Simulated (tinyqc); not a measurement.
Thermal and gravitational stress in a wafer during furnace and rapid thermal processing, and the onset of slip: one step, computed by the program tinyqc.

A thin free disc in plane stress, isotropic; T(r) = T_centre + dT (r/R)^n with n = 2. Stress is positive in tension; sigma_SB = 5.670374419e-8 W/(m^2 K^4), g = 9.80665 m/s^2.

Question. Ramp rate in a batch furnace. Critical resolved stress tau_c = A exp(U/(k_B T)), a form chosen for the exercise; slip when 0.492799 |s_tt(R)| > tau_c; allowed |dT| = tau_c (n + 2)/(0.492799 n alpha E). In a stack heated from the rim, heat flows inward by conduction and by radiation between wafers: k_eff = k + (16/3) sigma_SB T^3 s^2/t (a diffusion estimate with the spacing as path length). A steady ramp gives the parabolic lag dT = rho c (ramp) R^2/(4 k_eff); the allowed ramp uses n = 2.

Inputs (values chosen for the exercise, modelled on silicon):
```
quantity                              value        unit
wafer radius R                          100          mm
thickness t                             725  micrometre
Young's modulus E                       153         GPa
expansion alpha                        4.34      1e-6/K
temperature T                          1200           K
prefactor A of the critical stress  0.00022         MPa
energy U of the critical stress        1.03          eV
density rho                            2330      kg/m^3
heat capacity c                         939    J/(kg K)
conductivity k                         28.4     W/(m K)
wafer spacing s                          11          mm
ramp rate                               2.8       K/min
```

Constants: k_B = 8.617333262e-05 eV/K.

Give: k_eff; lag of the centre; allowed ramp rate.

Answer.

k_eff = 115.6 W/(m K)

lag of the centre = 2.208 K

allowed ramp rate = 36.11 K/min

Radiation carries 75 % of the inward flow. The ramp is 0.08 of the allowed one.
